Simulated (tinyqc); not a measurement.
From depolarising field in retention back to interlayer thickness t_I: switching kinetics of a ferroelectric film and the memory window of a ferroelectric gate stack. Computed by tinyqc, a small Python program. Command: `OMP_NUM_THREADS=1 python tinyqc.py 3014728 3014729 out.jsonl feswitch inv`. One thread of a shared host (Intel(R) Xeon(R) Processor @ 2.30GHz), about 0.02 s of CPU time with the checks.

Fields in MV/cm; 1 microcoulomb/cm^2 over eps_0 is 11.29409 MV/cm. In the stack (metal, ferroelectric, interlayer, channel) the channel is taken as a conductor.

Inputs (values chosen for the exercise, for a model hafnia-based film):

| quantity | value | unit |
|---|---|---|
| saturation polarisation P_s | 13 | microcoulomb/cm^2 |
| ratio P_r/P_s | 0.78 | - |
| coercive field E_c | 0.84 | MV/cm |
| permittivity of the ferroelectric eps_F | 29 | - |
| thickness t_F | 22 | nm |
| permittivity of the interlayer eps_I | 3.9 | - |
| share s of P screened by trapped charge | 0.88 | - |
| pulse height V | 4.5 | V |

Method. Series stack: V = E_F t_F + E_I t_I and eps_I E_I = eps_F E_F + (1 - s) P/eps_0. Before switching P = -P_r, after it P = +P_s; in retention V = 0 and P = +P_r.

Question. A run gave the result below. Find the interlayer thickness t_I, known to lie between 1.2 and 2 nm.

depolarising field in retention = 0.1700579 MV/cm

Answer.

Each step takes the trial c = (a f_b - b f_a)/(f_b - f_a), f being the result less the target and a, b, c the logarithms of the listed values; c replaces end b, the old b replaces a if the sign of f changed, and otherwise f_a is halved.

Scan of the range:

| interlayer thickness t_I (nm) | depolarising field in retention (MV/cm) |
|---|---|
| 1.20 | 0.136743 |
| 1.31 | 0.145431 |
| 1.42 | 0.153682 |
| 1.55 | 0.162915 |
| 1.69 | 0.172280 |
| 1.84 | 0.181708 |
| 2.00 | 0.191136 |

False position (Illinois rule, in the logarithm of the input) inside the bracket:

| step | end a | end b | trial | depolarising field in retention (MV/cm) |
|---|---|---|---|---|
| 1 | 1.55000 | 1.69000 | 1.65568 | 0.170037 |
| 2 | 1.69000 | 1.65568 | 1.65600 | 0.170058 |
| 3 | 1.69000 | 1.65600 | 1.65600 | 0.170058 |
| 4 | 1.65600 | 1.65600 | 1.65600 | 0.170058 |

Depolarising field in retention rises at every point of a 13-point scan of the range (every second point is shown), so one value fits; it is bracketed by 1.55 and 1.69. Answer: interlayer thickness t_I = 1.656 nm.
